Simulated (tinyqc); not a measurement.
Wafer bonding and layer transfer: bond energy, gap closing, particles, bonding of dissimilar wafers and hydrogen blisters: one step, computed by the program tinyqc. Command: `OMP_NUM_THREADS=1 python tinyqc.py 3012892 3012893 out.jsonl bond walk`. One thread of a shared host (Intel(R) Xeon(R) Processor @ 2.30GHz), about 0.01 s of CPU time with the checks.

gamma is the energy per area of each of the two surfaces; plates are isotropic.

Question. Does a shallow gap close? E' = E1/(1 - nu^2), equal wafers of thickness t1 assumed. A gap of radius R closes if h_g < h_c: h_c = R^2/sqrt((2/3) E' t1^3/gamma) for R > 2 t1 (plate bending), h_c = 3.6 sqrt(R gamma/E') for R < 2 t1 (local deformation).

Inputs (values chosen for the exercise, with wafer 1 close to silicon):
```
quantity                    value        unit
Young's modulus E1            161         GPa
Poisson ratio nu             0.22           -
thickness t1                  775  micrometre
radius of a shallow gap R       1          mm
half height of the gap h_g    2.6          nm
```

bond energy gamma = 0.09340880 J/m^2

Give: closable height h_c; h_g/h_c.

Answer.

closable height h_c = 84.59 nm

h_g/h_c = 0.03074

The gap closes.
